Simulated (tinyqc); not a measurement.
Plane-wave Kohn-Sham cycle with exchange-only LDA in a layered model solid, step by step. One step of it, computed by the program tinyqc.

Task: Iteration 2: potential. V_H(G) = 4 pi rho(G)/G^2 for G != 0 (uniform background); v_x = -(3 rho/pi)^(1/3); V = V_ext + V_H + v_x; Fourier components f(G_m) = (1/N) sum_j f(x_j) exp(-i G_m x_j).

A solid whose potential varies along x alone (atomic units):
```
parameter                      value
period a                   11.100000
cross-section of the cell  24.000000
electrons per cell                 4
grid points                       16
plane waves -n..n, n               3
k points                           1
V1 in V1 cos(2 pi x/a)     -0.670000
```

density after iteration 1 (e/bohr^3): 0.03061609  0.03407642  0.03435692  0.02308080  0.00973797  0.00277889  0.00065647  0.00012394  0.00000131  0.00012394  0.00065647  0.00277889  0.00973797  0.02308080  0.03435692  0.03407642

Give: Potentials on the grid; V(G_m), m = 0, 1, 2, ....

Result:

Potentials on the grid (hartree):
```
x          V_ext      V_H      v_x        V
0.0000   -0.6700   0.7727  -0.3081  -0.2053
0.6937   -0.6190   0.7234  -0.3193  -0.2148
1.3875   -0.4738   0.5606  -0.3201  -0.2333
2.0812   -0.2564   0.2871  -0.2804  -0.2496
2.7750         0  -0.0341  -0.2103  -0.2444
3.4688    0.2564  -0.3270  -0.1384  -0.2091
4.1625    0.4738  -0.5483  -0.0856  -0.1602
4.8563    0.6190  -0.6836  -0.0491  -0.1137
5.5500    0.6700  -0.7289  -0.0108  -0.0697
6.2438    0.6190  -0.6836  -0.0491  -0.1137
6.9375    0.4738  -0.5483  -0.0856  -0.1602
7.6312    0.2564  -0.3270  -0.1384  -0.2091
8.3250         0  -0.0341  -0.2103  -0.2444
9.0188   -0.2564   0.2871  -0.2804  -0.2496
9.7125   -0.4738   0.5606  -0.3201  -0.2333
10.4062  -0.6190   0.7234  -0.3193  -0.2148
```

V(G_m), m = 0, 1, 2, ... (hartree): -0.1953  -0.0286  0.0249  -0.0022  0.0014  -0.0019  0.0019
